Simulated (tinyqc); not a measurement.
What moves the results: armchair graphene nanoribbon in tight binding. A value that a table varies takes the place of the one given here.

An armchair ribbon of N dimer lines, width (N - 1) sqrt3 acc/2, period 3 acc, one pz orbital a site. In line n, A_n binds to B_n with -t exp(ik/3), times (1 + d) in the two edge lines, and to B_(n-1) and B_(n+1) with -t exp(-ik/6); k runs from -pi to pi. For d = 0 the modes across the ribbon are sin(n p pi/(N + 1)), p = 1 to N, with E = -/+ t sqrt(1 + 4 c^2 + 4 c cos(k/2)), c = cos(p pi/(N + 1)).

Constants: hbar^2/2m0 = 3.80998211 eV angstrom^2.

Inputs chosen for the exercise (near those used for graphene; shifted at random, so the results belong to these values and not to a real crystal): t = 2.7 eV (hopping); acc = 1.42 angstrom (bond length); N0 = 12 (first width); d1 = 0.17 (edge correction); N = 4 (dimer lines); d = 0.12 (relative strengthening of the edge bonds); k = 2.72 (k times the period 3 acc).

## Three families of gaps

Nine widths from N0 on, gaps at k = 0 with d = 0 and d = d1.

Gaps:
```
N   family  width (angstrom)  gap, d = 0 (eV)  gap, d1 (eV)  gap x (N + 1) sqrt3 acc/2 (eV angstrom)
12      3p             13.53           0.7351        0.5576                                     8.91
13    3p+1             14.76           0.7141        0.9144                                    15.74
14    3p+2             15.99           0.0000        0.1712                                     3.16
15      3p             17.22           0.6002        0.4534                                     8.92
16    3p+1             18.45           0.5860        0.7482                                    15.64
17    3p+2             19.68           0.0000        0.1423                                     3.15
18      3p             20.91           0.5070        0.3819                                     8.92
19    3p+1             22.14           0.4969        0.6330                                    15.57
20    3p+2             23.37           0.0000        0.1217                                     3.14
```

Without edge correction the 3p+2 ribbons have no gap and the other two families nearly share one curve. With it the mean of the last column is 15.65 for 3p+1, 8.92 for 3p and 3.15 eV angstrom for 3p+2: the stronger edge bonds raise the gap of 3p+1, lower that of 3p and open one in 3p+2. Within a family the gap falls about as 1/width. One-electron gaps of this kind leave out the self-energy and exciton terms, which are large in narrow ribbons.

## Mass and gap go together

Nine widths from N0 on. Lowest conduction band for d = d1: m/m0 = c q^2/(E(q) - E(0)) with q = h/(3 acc), h = 0.001, c = hbar^2/2m0. Dirac rule: m = Eg/(2 v^2), that is m/m0 = c Eg/(hbar v)^2 with hbar v = 3 t acc/2.

Masses:
```
N   gap (eV)  mass (m0)  Dirac rule (m0)
12    0.5576     0.0550           0.0642
13    0.9144     0.1176           0.1053
14    0.1712     0.0192           0.0197
15    0.4534     0.0460           0.0522
16    0.7482     0.0942           0.0862
17    0.1423     0.0160           0.0164
18    0.3819     0.0395           0.0440
19    0.6330     0.0786           0.0729
20    0.1217     0.0138           0.0140
```

The ratio of mass to the Dirac rule runs from 0.86 (N = 12) to 1.12 (N = 13). Its mean is 0.88 for N = 3p, 1.10 for 3p+1 and 0.98 for 3p+2: the lowest modes of 3p and 3p+1 lie on opposite sides of the Dirac point, where the velocity along the ribbon differs. The largest gap (N = 13) and the heaviest mass (N = 13) belong to one ribbon.

## What each parameter does

Gap at k = 0, lowest positive level at k, and highest level at k = 0. Each row changes one parameter from the base and keeps the others.

Results:
```
case          gap (eV)  lowest level at k (eV)  top of the band (eV)
base            2.5244                  3.0493                7.1618
t = 2.835 eV    2.6506                  3.2018                7.5199
N = 5           0.3143                  2.9097                7.4335
d = 0.17        2.7125                  3.1242                7.2028
k = 2.176       2.5244                  2.6112                7.1618
```

The largest shifts from the base row, up to three for each result and ties (the steps differ in size, so this ranks the rows, not the parameters). gap (eV): N -2.2101, d +0.1881, t +0.1262; unchanged at the printed digits by k. lowest level at k (eV): k -0.4382, t +0.1525, N -0.1396. top of the band (eV): t +0.3581, N +0.2717, d +0.0410; unchanged at the printed digits by k.

tinyqc: `OMP_NUM_THREADS=1 python tinyqc.py 1451197 1451198 out.jsonl`; about 0.01 s, one thread, shared Intel(R) Xeon(R) Processor @ 2.30GHz.
